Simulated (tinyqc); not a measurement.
# n-type polysilicon, carrier trapping at grain boundaries, step by step

Numbers from tinyqc (`OMP_NUM_THREADS=1 python tinyqc.py 2830039 2830040 out.jsonl`; about 0.01 s on one thread of a shared Intel Xeon 2.30GHz). Printed values are rounded.

One-dimensional grains of size Lg, uniform ionised doping N, monovalent traps Qt at each boundary at a depth Et below (for electrons) or above (for holes) the band edge there, abrupt depletion of width W on each side of a boundary, Boltzmann statistics. xi is the distance from the band edge at the grain centre to the Fermi level. Trapped charge Qt/(1 + exp((xi + VB - Et)/Vt)) = 2 N W, barrier VB = q N W^2/(2 eps0 eps_r).

Values chosen for this exercise; values of the order met in polycrystalline silicon:
- T = 300 K (temperature)
- eps_r = 11.7 (relative permittivity)
- NB = 2.8e19 cm^-3 (conduction-band density of states at T)
- Lg = 40 nm (grain size)
- Qt = 5.1e11 cm^-2 (trap density of a grain boundary)
- Et = 0.42 eV (depth of the trap level from the majority band edge at the boundary)
- ms = 0.35 m0 (mass for thermionic emission)
- fe = 1 (correction factor of the emission rate)
- N = 5.7e16 cm^-3 (doping)

Constants: q = 1.602176634e-19 C, kB = 1.380649e-23 J/K, m0 = 9.1093837015e-31 kg, Vt = kB T/q, eps0 = 8.8541878128e-14 F/cm where lengths are in cm. Results are converted to the units shown.

Range of the model: VB is below Vt, where abrupt depletion and thermionic emission are rough.

## Depletion width, Fermi level and barrier

If the trap equation with xi = Vt ln(NB/N) has a root W < Lg/2, the grain is partly depleted; otherwise W = Lg/2 and the trap equation gives xi = Et - VB + Vt ln(Qt/(N Lg) - 1). N* = Qt/Lg.

N* = 1.275e17 cm^-3
W = 20 nm
xi = 0.407864 V
VB = 0.0176312 V
share of traps filled = 0.447059

N is 0.447 N*, and the grain is fully depleted; VB = 0.682 Vt.

## Resistivity and effective mobility

n0 = NB exp(-xi/Vt); mean density n0 (1 - 2 W/Lg) by charge balance in a partly depleted grain, and n0 (sqrt(pi)/2) erf(u)/u with u = sqrt(VB/Vt) in a fully depleted one; v = sqrt(kB T/(2 pi ms m0)); barrier resistivity Vt exp(VB/Vt)/(q fe n0 v Lg); grain resistivity (1 - 2 W/Lg)/(q n0 mug); effective mobility 1/(q mean density total resistivity).

n0 = 3.93862e12 cm^-3
mean density = 3.20023e12 cm^-3
v = 4.54709e6 cm/s
barrier resistivity = 4454.88 ohm cm
grain resistivity = 0.00000 ohm cm
resistivity = 4454.88 ohm cm
effective mobility = 437.797 cm^2/(V s)

The resistivity is 3300 times that of a single crystal with the same N and mobility mug, and the mean density is 0.00561 % of N. The effective mobility exceeds mug only because drift through the depleted grain is left out.
